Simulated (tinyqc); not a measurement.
Scale length and barrier from the threshold roll-off.

Question. For L well above Lambda the threshold falls by 2 m sqrt(A (A + Vds)) exp(-pi L/(2 Lambda)), A being the height of the source potential over the barrier top; the two values follow this form. Find Lambda and A.

Values chosen for this exercise: long-channel body factor m = 1.15; drain voltage Vds = 0.8 V.

threshold lowering at L = 66 and 110 nm (mV): 77.428541  9.6821940

Solution. The ratio of the two values gives Lambda; the prefactor gives A (A + Vds), a quadratic with one positive root.

Lambda = 33.2 nm
A = 0.460 V

Numbers from tinyqc (`OMP_NUM_THREADS=1 python tinyqc.py 2420172 2420173 out.jsonl`; about 0.01 s on one thread of a shared Intel Xeon 2.30GHz).
